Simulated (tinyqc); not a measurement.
## Mobility, diffusion coefficient and lifetime from two collectors

Problem. For an injected sheet in a field F the peak time tp at distance L obeys u^2 tp^2 + 2 D tp = L^2 with u^2 = v^2 + 4 D/tau, and the pulse area goes as exp(L (v - u)/(2 D)); v = mu F. Find u, D, mu and tau without using the Einstein relation.

Inputs (values chosen for the exercise): sweep field along the drift F = 3.7 V/cm.

distances (um): [1600, 3100]
peak times (us): [80.1674607, 158.864807]
ratio of the areas, far over near = 0.424555925

Solution. The two peak times give two linear equations for u^2 and D; the area ratio gives v - u, and u^2 - v^2 = 4 D/tau gives tau.

u = 1905 cm/s
D = 14.21 cm^2/s
mu = 471.0 cm^2/(V s)
tau = 9.600e-5 s

Program tinyqc, `OMP_NUM_THREADS=1 python tinyqc.py 2310002 2310003 out.jsonl`; Intel Xeon 2.30GHz, shared host, one thread, about 0.01 s.
